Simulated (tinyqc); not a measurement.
Wider gaps pin less: metal-induced gap states at the contact of a metal chain and a two-band chain.

The semiconductor alternates sites A at -Eg/2 and C at +Eg/2 with hopping -t; the gap runs from -Eg/2 to Eg/2. In the gap cosh(q a) = 1 + (Eg^2/4 - E^2)/(2 t^2) and the amplitude changes by -exp(-q a) a period. The metal has site energy 0 and hopping -tm; its end site has g_m = (E - i sqrt(4 tm^2 - E^2))/(2 tm^2). Sites 1, 2, ... count into the semiconductor, with energies e1, e2 alternating. The clean half chain has g1 = 1/(E - e1 - t^2 g2), g2 = 1/(E - e2 - t^2 g1), decaying root. With the contact G11 = 1/(1/g1 - tc^2 g_m), and the density on site j is -Im G_jj/pi = |psi_j/psi_1|^2 (-Im G11/pi), per spin, with psi_2/psi_1 = -t g2, psi_3/psi_2 = -t g1.

Constants: e^2/(4 pi eps0) = 14.39964547 eV angstrom.

Inputs chosen for the exercise (gap and optical dielectric constant near those of GaN; the chain itself is a model; shifted at random, so the results belong to these values and not to a real crystal): Eg = 3.25 eV (gap); t = 3.2 eV (hopping in the semiconductor); tm = 2.06 eV (hopping in the metal); tc = 0.86 eV (hopping across the contact); end = A (site that touches the metal); a = 3.19 angstrom (period (two sites); one chain for each area a^2); eps = 5.5 (dielectric constant).

E = 0; Eg is varied and eps follows 1 + (eps0 - 1)(Eg0/Eg), with the given Eg and eps as Eg0 and eps0. xi = 1/(2q), N = 2 (summed density)/a^2, S = 1/(1 + 4 pi e^2 N xi/eps).

Against the gap:

| Eg (eV) | eps | xi (angstrom) | summed density (1/eV) | S | S at fixed eps |
|---|---|---|---|---|---|
| 0.50 | 30.25 | 20.42 | 0.1358 | 0.235 | 0.053 |
| 0.75 | 20.50 | 13.62 | 0.0888 | 0.323 | 0.113 |
| 1.10 | 14.30 | 9.29 | 0.0590 | 0.423 | 0.220 |
| 1.50 | 10.75 | 6.82 | 0.0419 | 0.514 | 0.351 |
| 2.30 | 7.36 | 4.46 | 0.0257 | 0.643 | 0.574 |
| 3.40 | 5.30 | 3.04 | 0.0160 | 0.754 | 0.761 |
| 5.50 | 3.66 | 1.91 | 0.0085 | 0.864 | 0.905 |
| 9.00 | 2.62 | 1.22 | 0.0041 | 0.937 | 0.969 |

From Eg = 0.5 to 9 eV xi falls by a factor 16.8 and the summed density by 33.1, so at fixed eps S rises from 0.05 to 0.97. The weaker screening of wide-gap solids works against this: with it S goes from 0.23 to 0.94.

Program tinyqc; command `OMP_NUM_THREADS=1 python tinyqc.py 1450253 1450254 out.jsonl`; about 0.01 s on one thread of a shared Intel(R) Xeon(R) Processor @ 2.30GHz.
